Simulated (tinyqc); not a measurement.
Doping and thickness from pinch-off voltage and conductance.

Inverse problem. A uniform channel has Vp = q Nd a^2/(2 eps0 eps_r) and G0 = 2 q mu Nd a W/L. Find a and Nd.

Parameters, values chosen for the exercise; material values those of a made-up semiconductor:

| symbol | value | unit | meaning |
|---|---|---|---|
| eps_r | 11.1 |  | relative permittivity of the semiconductor |
| mu | 5000 | cm^2/(V s) | low-field mobility at this doping |
| L | 1 | um | gate length |
| W | 50 | um | gate width |

Constants: q = 1.602176634e-19 C, eps0 = 8.8541878128e-14 F/cm where lengths are in cm. Results are converted to the units shown.

Vp = 1.8183159 V
G0 = 68.733378 mS

Solution. G0 gives the product Nd a and Vp gives Nd a^2; their ratio is a.

a = 260 nm
Nd = 3.30e16 cm^-3

Program tinyqc, `OMP_NUM_THREADS=1 python tinyqc.py 2500047 2500048 out.jsonl`; Intel Xeon 2.30GHz, shared host, one thread, about 0.08 s.
